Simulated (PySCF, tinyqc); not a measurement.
Worked calculation: RHF in the sto-3g basis, for H4, spin multiplicity 1. The lowest restricted solution is unstable here: a spin-polarised one lies 0.0208 hartree lower (PySCF). One step of it, computed by the program tinyqc.

Problem. Orthogonalisation. S = U s U^T; canonical form X = U s^(-1/2), so that X^T S X = 1. Each column of U has its largest component positive (the first on a tie).

overlap S, order 1H 1s, 2H 1s, 3H 1s, 4H 1s:
```
[[1.000000, 0.345502, 0.013499, 0.000570],
 [0.345502, 1.000000, 0.150549, 0.013499],
 [0.013499, 0.150549, 1.000000, 0.345502],
 [0.000570, 0.013499, 0.345502, 1.000000]]
```

Give: eigenvalues of S; X.

Solution.

eigenvalues of S: [0.5841, 0.7088, 1.2648, 1.4423]

X, order 1H 1s, 2H 1s, 3H 1s, 4H 1s:
```
[[-0.5777, 0.6518, 0.4911, 0.3713],
 [0.7227, -0.5297, 0.3926, 0.4569],
 [-0.7227, -0.5297, -0.3926, 0.4569],
 [0.5777, 0.6518, -0.4911, 0.3713]]
```
